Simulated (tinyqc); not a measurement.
# Double-gate transistor, scale length and short-channel effects: what changes with what

A body of thickness ts between two insulators of thickness ti and two tied gates. Below threshold the potential that source and drain add obeys Laplace's equation and vanishes on the gate. Its lowest mode decays along the channel as exp(-k y); k is the smallest positive root of the matching condition at the interface, and the scale length is Lambda = pi/k.

Parameters, values chosen for the exercise; permittivities: semiconductor close to that of germanium, insulator close to that of hafnium oxide: temperature T = 300 K; relative permittivity of the semiconductor eps_r = 15.9; relative permittivity of the insulator ei = 22.9; insulator thickness ti = 13 nm; body thickness ts = 6.9 nm; channel length L = 52 nm; potential of the source Vbi = 1.02 V; potential of the barrier top at threshold sT = 0.43 V; drain voltage Vds = 0.8 V.

Constants: q = 1.602176634e-19 C, kB = 1.380649e-23 J/K, Vt = kB T/q. Results are converted to the units shown.

Each table varies one quantity; the others keep the values above.

## Effect of the relative permittivity of the insulator

k is the smallest positive root of f(k) = ei cos(k ti) cos(k ts/2) - eps_r sin(k ti) sin(k ts/2). Along the channel psi(y) = s + a exp(y/l) + b exp(-y/l) with psi(0) = Vbi, psi(L) = Vbi + Vds and l = 1/k = Lambda/pi; with A = Vbi - s, B = A + Vds, x = exp(-L/l): a = (B - A x) x/(1 - x^2), b = (A - B x)/(1 - x^2). The minimum is s + 2 sqrt(a b), at y = (l/2) ln(b/a). The long-channel potential follows the gate as s = sT + (Vg - VTL)/m, and the threshold VT is the gate voltage at which the minimum equals sT. Swing = m Vt ln 10/g at threshold, g = d(minimum)/ds = 1 - (b x + a)/((1 + x) sqrt(a b)). DIBL = [VT(0.05 V) - VT(Vds)]/(Vds - 0.05 V). sT and Vbi are held fixed; m = 1.

Effect of the relative permittivity of the insulator:
```
ei   Lambda (nm)  L/Lambda  VT - VTL at Vds (mV)  DIBL (mV/V)  swing (mV/decade)
3.9        49.17     1.058                -537.3        242.0              96.33
5.7        43.06     1.208                -384.0        171.7              86.03
8.5        38.14     1.363                -278.0        123.4              78.84
12         34.93     1.489                -217.3        96.02              74.70
18         32.15     1.618                -170.3        74.88              71.47
27         30.18     1.723                -140.4        61.53              69.41
40         28.86     1.802                -121.8        53.27              68.12
```

What does the table show?

As ei goes from 3.9 to 40, Lambda falls from 49.2 to 28.9 nm, DIBL falls from 242 to 53.3 mV/V and the swing falls from 96.3 to 68.1 mV a decade. On average Lambda goes as ei^(-0.23). For ei = 3.9 to 12 L is under 1.5 Lambda, where higher modes, left out of the one-mode potential, count.

## Effect of the body thickness

Same model as above.

Effect of the body thickness:
```
ts (nm)  Lambda (nm)  L/Lambda  VT - VTL at Vds (mV)  DIBL (mV/V)  swing (mV/decade)
2.8           27.952    1.8603               -109.86       47.968             67.286
3.4           28.375    1.8326               -115.37       50.412             67.669
4.3           29.014    1.7923               -123.95       54.218             68.265
5.3           29.730    1.7491               -133.93       58.654             68.958
6.7           30.747    1.6912               -148.73       65.250             69.983
8.3           31.932    1.6285               -166.89       73.368             71.237
10            33.218    1.5654               -187.73       82.708             72.672
```

As ts goes from 2.8 to 10 nm, Lambda rises from 28.0 to 33.2 nm, DIBL rises from 48.0 to 82.7 mV/V and the swing rises from 67.3 to 72.7 mV a decade. On average Lambda goes as ts^(0.14). For ts = 2.8 to 3.4 nm the semiconductor is under 4 nm thick, where quantum confinement shifts the threshold.

## A higher permittivity at fixed equivalent oxide thickness

Same model as above.

The equivalent oxide thickness 3.9 ti/ei is held at 2.2 nm, so ti = 2.2 ei/3.9 nm.

Results:
```
ei   ti (nm)  Lambda (nm)  L/Lambda  DIBL (mV/V)  swing (mV/decade)
3.9    2.200        18.97     2.742        10.83              61.32
5      2.821        19.21     2.707        11.47              61.43
7.5    4.231        20.00     2.600        13.65              61.79
10     5.641        21.10     2.464        17.08              62.35
15     8.462        24.18     2.151        28.91              64.26
20     11.28        28.15     1.847        49.10              67.46
35     19.74        42.68     1.218        167.7              85.43
```

Estimate the missing row, ei = 25.

Computed row:
```
ei  ti (nm)  Lambda (nm)  L/Lambda  DIBL (mV/V)  swing (mV/decade)
25    14.10        32.69     1.591        78.82              72.07
```

With this row back in the table: As ei goes from 3.9 to 35, Lambda rises from 19.0 to 42.7 nm, DIBL rises from 10.8 to 168 mV/V and the swing rises from 61.3 to 85.4 mV a decade. The ratio ei/ti is the same in every row, yet the insulator grows from 2.20 to 19.7 nm, and drain fields reach the channel sideways through it. At ei = 35 L is under 1.5 Lambda, where higher modes, left out of the one-mode potential, count.

tinyqc, about 0.01 s, one thread, Intel Xeon 2.30GHz (shared host): `OMP_NUM_THREADS=1 python tinyqc.py 2420017 2420018 out.jsonl`
